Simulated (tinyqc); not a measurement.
## Square on-chip spiral inductor, lumped pi model: effect of the number of turns

Outer diameter do = di + 2 n wd + 2 (n - 1) sp, mean da = (do + di)/2, fill p = (do - di)/(do + di), length l = 4 n da. L = 2.34 mu0 n^2 da/(1 + 2.75 p), mu0 = 4 pi 1e-7 H/m. Rs = rho l/(wd delta (1 - exp(-th/delta))), delta = sqrt(rho/(pi f mu0)). Cs = n wd^2 eps0 eo/hu across the coil. At each end Cox = l wd eps0 eo/(2 ho) leads to the substrate branch Rsi = 2 rs he/(l wd) in parallel with Csi = l wd eps0 11.7/(2 he). With one end grounded Y = 1/(Rs + i w L) + i w Cs + 1/[1/(i w Cox) + 1/(1/Rsi + i w Csi)], w = 2 pi f; Q = -Im Y/Re Y. Eddy currents in neighbouring turns and in the substrate are left out.

Peak Q and its frequency from a search over f; self-resonance where Im Y = 0; Q at the given f (negative beyond resonance).

Inputs (values chosen for the exercise); values of the order met in silicon radio-frequency processes:
- wd = 8 um (line width)
- sp = 3 um (space between turns)
- di = 100 um (inner diameter)
- th = 2 um (metal thickness)
- rho = 2.2 uohm cm (metal resistivity)
- ho = 7.7 um (oxide below the coil)
- hu = 1 um (oxide between coil and underpass)
- eo = 3.9 (relative permittivity of the oxide)
- rs = 100 ohm cm (substrate resistivity)
- he = 50 um (effective spreading depth in the substrate)
- f = 0.93 GHz (frequency)

Constants: eps0 = 8.8541878128e-12 F/m. Results are converted to the units shown.

Effect of the number of turns:
```
n,L (nH),do (um),peak Q,f of the peak (GHz),self-resonance (GHz),Q at f
1.5,0.5659,127.0,19.58,32.66,78.96,2.412
2.5,1.485,149.0,17.30,14.46,36.81,3.456
3.5,2.837,171.0,14.86,8.220,21.96,4.314
4.5,4.658,193.0,12.72,5.269,14.76,5.045
5.5,6.991,215.0,10.93,3.630,10.66,5.658
6.5,9.884,237.0,9.470,2.624,8.062,6.131
8.5,17.55,281.0,7.320,1.509,5.064,6.504
```

Read the table: what changes, and by how much?

As n goes from 1.5 to 8.5, L rises from 0.566 to 17.5 nH, the peak Q falls from 19.6 to 7.32, its frequency falls from 32.7 to 1.51 GHz and the self-resonance falls from 79.0 to 5.06 GHz.

tinyqc, about 0.01 s, one thread, Intel Xeon 2.30GHz (shared host): `OMP_NUM_THREADS=1 python tinyqc.py 2302072 2302073 out.jsonl`
